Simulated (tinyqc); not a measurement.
# Threshold-voltage variability of a planar MOSFET, analytic estimates: what changes with what

Three independent sources add in quadrature: random dopants in the depleted layer, metal-gate grains of two orientations, and roughness of the two gate edges acting through the roll-off VT = VT(long) - Vr exp(-L/l). These are first-order estimates: no three-dimensional electrostatics, no percolation.

Parameters, values chosen for the exercise; material values close to those of silicon: temperature T = 300 K; band gap Eg = 1.11 eV; relative permittivity of the semiconductor eps_r = 11.9; conduction-band density of states at T Nc = 2.76e19 cm^-3; valence-band density of states at T Nv = 2.62e19 cm^-3; channel doping Na = 7.2e17 cm^-3; oxide-equivalent thickness in inversion ti = 2.1 nm; gate length L = 65 nm; gate width W = 130 nm; metal grain size G = 5 nm; work-function difference of the two grain orientations dW = 0.3 eV; share of the orientation of higher work function p = 0.5; rms roughness of one gate edge De = 1.8 nm; correlation length of the roughness La = 15 nm; decay length of the threshold roll-off l = 12 nm; prefactor of the roll-off Vr = 2.7 V.

Constants: q = 1.602176634e-19 C, kB = 1.380649e-23 J/K, Vt = kB T/q, eps0 = 8.8541878128e-14 F/cm where lengths are in cm. Results are converted to the units shown.

Each table varies one quantity; the others keep the values above.

## Effect of the metal grain size

ni = sqrt(Nc Nv) exp(-Eg/(2 Vt)), Eg in volts; Cox = 3.9 eps0/ti; Wd = sqrt(4 eps0 eps_r Vt ln(Na/ni)/(q Na)); dopants: s1 = (q/Cox) sqrt(Na Wd/(3 L W)). Grains: Ng = L W/G^2 (at least 1), s2 = dW sqrt(p (1 - p)/Ng). Edges, with exponential correlation and u = W/La: the mean gate length has sL^2 = 2 De^2 (2/u)[1 - (1 - exp(-u))/u]; s3 = sL (Vr/l) exp(-L/l). s = sqrt(s1^2 + s2^2 + s3^2). l and Vr are held fixed.

The same in every row: s1 (mV) = 10.522; s3 (mV) = 1.1495.

Result of one run:
```
G (nm),s2 (mV),s (mV),s sqrt(L W) (mV um)
10,16.318,19.450,1.7879
```

What becomes of these results when the metal grain size G is changed from 10 to 14 nm, all else the same?

Result of the changed run:
```
G (nm),s2 (mV),s (mV),s sqrt(L W) (mV um)
14,22.845,25.178,2.3144
```

The whole series:
```
G (nm),s2 (mV),s (mV),s sqrt(L W) (mV um)
2,3.2636,11.076,1.0182
3,4.8954,11.662,1.0720
5,8.1589,13.364,1.2285
7,11.422,15.573,1.4315
10,16.318,19.450,1.7879
14,22.845,25.178,2.3144
20,32.636,34.309,3.1538
```

As G goes from 2 to 20 nm, s rises from 11.1 to 34.3 mV. The largest source is the dopants in the first row and the grains in the last.

## Effect of the channel doping

Same model as above.

l and Vr are held fixed.

The same in every row: s2 (mV) = 8.1589; s3 (mV) = 1.1495.

Results:
```
Na (cm^-3),s1 (mV),s (mV),s sqrt(L W) (mV um)
1.5e17,6.9470,10.777,0.99069
4.7e17,9.4007,12.500,1.1491
8.2e17,10.889,13.655,1.2552
1.5e18,12.769,15.197,1.3969
2.6e18,14.759,16.903,1.5538
4.5e18,17.048,18.935,1.7406
8e18,19.828,21.472,1.9738
```

Estimate the missing row, Na = 2.6e17 cm^-3.

Computed row:
```
Na (cm^-3),s1 (mV),s (mV),s sqrt(L W) (mV um)
2.6e17,8.0375,11.510,1.0581
```

With this row back in the table: As Na goes from 1.5e17 to 8e18 cm^-3, s rises from 10.8 to 21.5 mV. The largest source is the grains in the first row and the dopants in the last. s1 goes on average as Na^(0.26), near the 1/4 expected from Na Wd. For Na = 1.5e17 to 2.6e17 cm^-3 the depletion depth exceeds L, so source and drain share much of the charge and s1 is rough.

Computed by the program tinyqc: `OMP_NUM_THREADS=1 python tinyqc.py 2090041 2090042 out.jsonl`, one thread of a shared Intel Xeon 2.30GHz, about 0.01 s for the whole run.
